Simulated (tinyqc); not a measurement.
Comparisons within one model: virtual-crystal alloy in the empirical-pseudopotential method. A value that a table varies takes the place of the one given here.

Empirical pseudopotential on the fcc lattice, atoms at +/- tau, tau = a (1,1,1)/8, no spin-orbit coupling. H(G,G') = c (2 pi/a)^2 |k + G|^2 delta + VS(q) cos(q.tau) + i VA(q) sin(q.tau), q = G - G', c = hbar^2/2m0; k and G in units of 2 pi/a; VS at |q|^2 = 3, 8, 11 and VA at 3, 4, 11, in rydberg, zero elsewhere. At each k the basis holds all G with |k + G|^2 up to 16; energies are counted from the fourth level at Gamma.

Virtual crystal A(1-x)B(x): a = (1 - x) a_A + x a_B. Rule linear: V = (1 - x) V_A + x V_B. Rule volume: V = [(1 - x) a_A^3 V_A + x a_B^3 V_B]/a^3, since a form factor is an atomic potential divided by the cell volume.

Constants: hbar^2/2m0 = 3.80998211 eV angstrom^2; Ry = 13.60569312 eV.

Parameters, chosen for this exercise (classic local form factors of the size used for GaP (A) and InP (B), which place X and L only to a few tenths of an eV; not measured data):
- a = (5.43, 5.867) angstrom (lattice constants of A, B)
- VSA = (-0.222, 0.029, 0.07) Ry (symmetric form factors of A)
- VAA = (0.117, 0.069, 0.02) Ry (antisymmetric form factors of A)
- VSB = (-0.235, 0.009, 0.06) Ry (symmetric form factors of B)
- VAB = (0.069, 0.049, 0.009) Ry (antisymmetric form factors of B)
- rule = linear (mixing rule)

## Gaps across the alloy

Gaps from the valence top to the fifth band at Gamma, at L = (1/2,1/2,1/2) and at the lowest of k = (f,0,0), f = 0.70, 0.75, ..., 1.00. Bowing C = 4 [(E(0) + E(1))/2 - E(1/2)].

Gaps (eV):

| x | Gamma | Delta/X | f of the minimum | L | lowest |
|---|---|---|---|---|---|
| 0.000 | 2.575 | 2.098 | 1.00 | 2.502 | Delta/X |
| 0.167 | 2.450 | 2.157 | 1.00 | 2.438 | Delta/X |
| 0.333 | 2.307 | 2.208 | 1.00 | 2.365 | Delta/X |
| 0.500 | 2.145 | 2.252 | 0.95 | 2.283 | Gamma |
| 0.667 | 1.964 | 2.284 | 0.90 | 2.193 | Gamma |
| 0.833 | 1.761 | 2.307 | 0.90 | 2.093 | Gamma |
| 1.000 | 1.536 | 2.325 | 0.85 | 1.986 | Gamma |

bowing (eV): Gamma -0.358, Delta/X -0.163, L -0.157

The lowest valley changes: Delta/X to Gamma between x = 0.333 and 0.500. From A to B the Gamma gap moves by -1.04 eV, L by -0.52 eV and Delta/X by +0.23 eV; a move of Delta/X below about 0.4 eV is within the error of such form factors, sign included. The virtual crystal holds no disorder and no bond relaxation, so its bowing comes from the non-linear dependence on the mean potential and volume alone, and it may differ from measured bowing, which is positive in these alloys, in size and even in sign; crossings move with it.

## Two mixing rules

Gaps from the valence top to the fifth band at Gamma, at L = (1/2,1/2,1/2) and at the lowest of k = (f,0,0), f = 0.70, 0.75, ..., 1.00. Both rules agree at the ends.

Gaps (eV):

| x | Gamma, linear | Delta/X, linear | L, linear | Gamma, volume | Delta/X, volume | L, volume |
|---|---|---|---|---|---|---|
| 0.25 | 2.380 | 2.183 | 2.403 | 2.339 | 2.179 | 2.375 |
| 0.50 | 2.145 | 2.252 | 2.283 | 2.083 | 2.245 | 2.244 |
| 0.75 | 1.865 | 2.296 | 2.144 | 1.814 | 2.290 | 2.114 |

At x = 0.5 the volume rule moves Gamma by -62 meV, Delta/X by -7 meV and L by -39 meV, that is the bowing by -4 times these; the lattice constants differ by 8.0 %, and the rules would coincide for equal ones.

Run: tinyqc, `OMP_NUM_THREADS=1 python tinyqc.py 1050608 1050609 out.jsonl`; Intel(R) Xeon(R) Processor @ 2.30GHz, one thread, shared host; about 0.3 s of CPU time with all checks.
